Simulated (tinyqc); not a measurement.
Read current of a NAND string, cells in series solved by shooting: one step of the calculation.

Cells in series, numbered from 0 at the source line (0 V) to the bit line, each followed by a gap resistance Rg. A cell with gate Vg, threshold VT, source Vs and drain Vd passes I = 2 nf K Vt^2 [F(Vs) - F(Vd)]/(1 + th max(Vg - VT, 0)), F(V) = ln^2(1 + exp((Vg - VT - nf V)/(2 nf Vt))). The selected cell has Vg = Vr, the others Vg = Vp.

Problem. Node voltages for a trial current. For a trial current I start at 0 V and, cell by cell (the selected one is cell 3), solve for the drain: sqrt(F(Vd)) = sqrt(F(Vs) - I/k), k = 2 nf K Vt^2/(1 + th max(Vg - VT, 0)), Vd = [Vg - VT - 2 nf Vt ln(exp(sqrt F) - 1)]/nf, then add I Rg.

Parameters, values chosen for the exercise; values of the order met in vertical NAND strings: temperature T = 300 K; gain factor of a cell K = 3 uA/V^2; slope factor nf = 2; mobility reduction factor th = 0.13 1/V; resistance of the gap between cells Rg = 4.8 kohm; bit-line voltage Vbl = 0.5 V; pass voltage Vp = 8 V; read voltage on the selected word line Vr = 2.77 V.

Constants: q = 1.602176634e-19 C, kB = 1.380649e-23 J/K, Vt = kB T/q. Results are converted to the units shown.

second trial current = 0.71 uA
thresholds from the source end, cell 0 to 3 (V): 3.6  -2.5  -2.5  0.9

Give: node voltage after each cell and gap, trial 2.

Solution.

node voltage after each cell and gap, trial 2, cell 0 to 3 (V): 0.089653  0.14758  0.20614  0.45154

Numbers from tinyqc (`OMP_NUM_THREADS=1 python tinyqc.py 2142137 2142138 out.jsonl`; about 0.9 s on one thread of a shared Intel Xeon 2.30GHz).
